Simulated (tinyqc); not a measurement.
Inside a calculation. Method: Hubbard chain of 2 sites. One step of it, computed by the program tinyqc.

Task: Mean-field iteration 2. H(up) = T + U n(down), H(down) = T + U n(up); fill the lowest levels; n(new) = n + mixing (n(out) - n); E = tr T (rho up + rho down) + U sum n_up n_down of the output.

one-body matrix (hopping and site energies) (eV):
```
           1          2
1  -0.200000  -0.960000
2  -0.960000  -0.970000
```

U = 4.300000 eV

electrons, up and down: 1  1

mixing = 1

n(up) after iteration 1: 1 0.842978, 2 0.157022

n(down) after iteration 1: 1 0.066198, 2 0.933802

Give: levels, up; levels, down; energy; n(up) after iteration 2; n(down) after iteration 2.

Result:

levels, up (eV): -0.199  3.329

levels, down (eV): -0.528  3.658

energy = -1.605 eV

n(up) after iteration 2: 1 0.920, 2 0.080

n(down) after iteration 2: 1 0.056, 2 0.944
